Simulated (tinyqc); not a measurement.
Heat flow across a film from the phonon Boltzmann equation in the relaxation-time approximation: one step, computed by the program tinyqc.

Two black walls, hot at x = 0 and cold at x = L, emit phonons isotropically. For one free path Lambda, with tau = x/Lambda, tau_L = L/Lambda and phi = (T - T_cold)/Delta T, energy balance gives phi(tau) = (1/2) [E2(tau) + int_0^tau_L phi(s) E1(|tau - s|) ds]; E_n are the exponential integrals. The flux over the ballistic flux C v Delta T/4 is psi = 1 - 2 int_0^tau_L phi(s) E2(s) ds, and kappa_eff/kappa = (3/4) tau_L psi. kappa = C v Lambda/3 is an input, so at fixed kappa a longer free path means a smaller C v.

Question. The small linear system for Lambda_1. Cut the film into n equal cells with constant phi, collocated at the centres c_i: the kernel integrates to A_ij = |E2(|c_i - e_j|) - E2(|c_i - e_(j+1)|)|/2 for cell edges e_j, and A_ii = 1 - E2(half a cell); solve (1 - A) phi = E2(c)/2; psi = 1 - 2 sum_j phi_j [E3(e_j) - E3(e_(j+1))].

Inputs (values chosen for the exercise, modelled on silicon): film thickness L = 580 nm; free path Lambda_1 = 130 nm; cells n in the small system = 5.

Give: optical thickness tau_L; 1 - A; right-hand side E2(c)/2; flux weights E3(e_j) - E3(e_(j+1)).

Answer.

optical thickness tau_L = 4.462

1 - A:
$$\begin{pmatrix}
0.3586 & -0.1336 & -0.0318 & -0.0094 & -0.0030 \\
-0.1336 & 0.3586 & -0.1336 & -0.0318 & -0.0094 \\
-0.0318 & -0.1336 & 0.3586 & -0.1336 & -0.0318 \\
-0.0094 & -0.0318 & -0.1336 & 0.3586 & -0.1336 \\
-0.0030 & -0.0094 & -0.0318 & -0.1336 & 0.3586
\end{pmatrix}$$

right-hand side E2(c)/2: [0.1793, 0.04569, 0.01393, 0.004578, 0.001570]

flux weights E3(e_j) - E3(e_(j+1)): [0.3730, 0.08756, 0.02632, 0.008594, 0.002938]
